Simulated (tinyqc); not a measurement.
What each parameter does: configuration-coordinate model of carrier capture at a defect.

Two parabolas of equal curvature k in one coordinate Q: with the carrier free at the band edge, U_f = k Q^2/2; with the carrier trapped, U_t = k (Q - dQ)^2/2 - ET. ER = k dQ^2/2, Huang-Rhys factor S = ER/hw, hw = 0.0646541 sqrt(k/M) eV for k in eV/angstrom^2 and M in u. The curves cross at a height Eb = (ER - ET)^2/(4 ER) above the free minimum.

Multiphonon factor for giving p = ET/hw phonons to the lattice: W = exp(-S (2 nb + 1)) ((nb + 1)/nb)^(p/2) I_p(x), nb = 1/(exp(hw/kT) - 1), x = 2 S sqrt(nb (nb + 1)), I_p the modified Bessel function. Classical limit: W = hw exp(-Eb/kT)/sqrt(4 pi ER kT). At T = 0: exp(-S) S^p/Gamma(p + 1).

Constants: kB = 8.617333262e-05 eV/K.

Inputs chosen for the exercise (of the size met at a DX centre in AlGaAs; shifted at random, so the results belong to these values and not to a real crystal):
```
symbol  value  unit  meaning
ET      0.07   eV    thermal depth of the level below the band edge
ER      0.79   eV    relaxation energy
hw      0.01   eV    phonon energy of the mode
T       200    K     temperature
```

Eb, log10 W and the full width 2.35482 sqrt(ER hw coth(hw/2kT)).

One parameter was then changed.

Results before and after:
```
case     Eb (eV)  log10 W  full width (eV)
base      0.1641   -5.713           0.3940
changed   0.1641   -5.217           0.4211
```

Which of these changes was made? (a) T = 230 K; (b) hw = 0.012 eV; (c) ER = 0.84 eV; (d) ET = 0.11 eV.
Answer: (a) T = 230 K. Of the candidates, run in turn, only this one gives the changed row.

All candidates:
```
case           Eb (eV)  log10 W  full width (eV)
base            0.1641   -5.713           0.3940
ET = 0.11 eV    0.1463   -5.268           0.3940
ER = 0.84 eV    0.1765   -6.037           0.4062
hw = 0.012 eV   0.1641   -5.618           0.3963
T = 230 K       0.1641   -5.217           0.4211
```

tinyqc: `OMP_NUM_THREADS=1 python tinyqc.py 1482375 1482376 out.jsonl`; about 0.01 s, one thread, shared Intel(R) Xeon(R) Processor @ 2.30GHz.
